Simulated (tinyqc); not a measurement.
What each parameter does: band offset of a heterojunction with an interface dipole (two-band chains, self-consistent charge).

Sites alternate A, C. Left: A at -G1/2, C at +G1/2, hopping -t1; right: A at D - G2/2, C at D + G2/2, hopping -t2; the bonds across the two interfaces of a ring (C left to A right, C right to A left) have -sqrt(t1 t2). D is the offset of the mid-gaps, so Ev(right) - Ev(left) = D - (G2 - G1)/2 and Ec(right) - Ec(left) = D + (G2 - G1)/2. The closing bond has its sign reversed (antiperiodic ring). Half the levels are filled with two electrons each. The charge moved is q = (electrons on the left) less one a site; the mean over the two interfaces, q/2, is taken as the charge that crosses each, and its dipole opposes the offset: D = D0 - u q/2.

From here on the ring has 24 cells a side.

Values chosen for the exercise (gaps near those of Si and Ge; the chains and D0 are free models, so the offsets are not those of the real pair; not measured data): G1 = 1.09 eV (gap on the left); G2 = 0.69 eV (gap on the right); t1 = 2.29 eV (hopping on the left); t2 = 1.72 eV (hopping on the right); D0 = -0.31 eV (mid-gap of the right side above that of the left, without dipole); u = 8 eV (potential step per electron moved across).

Self-consistent D by bisection, q there, and the two offsets.

Results for these values:
```
case   D (eV)        q  valence offset (eV)  conduction offset (eV)
base  -0.0909  -0.0548               0.1091                 -0.2909
```

What happens to each result for t1 = 2.633 eV, all else kept?

Answer: D falls from -0.0909 to -0.0911; q rises from -0.0548 to -0.0547; valence offset falls from 0.1091 to 0.1089; conduction offset falls from -0.2909 to -0.2911.

The same for each parameter in turn:
```
case             D (eV)        q  valence offset (eV)  conduction offset (eV)
base            -0.0909  -0.0548               0.1091                 -0.2909
G1 = 1.254 eV   -0.0964  -0.0534               0.1856                 -0.3784
G2 = 0.793 eV   -0.0947  -0.0538               0.0538                 -0.2432
t1 = 2.633 eV   -0.0911  -0.0547               0.1089                 -0.2911
t2 = 1.978 eV   -0.0910  -0.0548               0.1090                 -0.2910
D0 = -0.356 eV  -0.1044  -0.0629               0.0956                 -0.3044
u = 9.2 eV      -0.0822  -0.0495               0.1178                 -0.2822
```

Run: tinyqc, `OMP_NUM_THREADS=1 python tinyqc.py 1480191 1480192 out.jsonl`; Intel(R) Xeon(R) Processor @ 2.30GHz, one thread, shared host; about 0.4 s of CPU time with all checks.
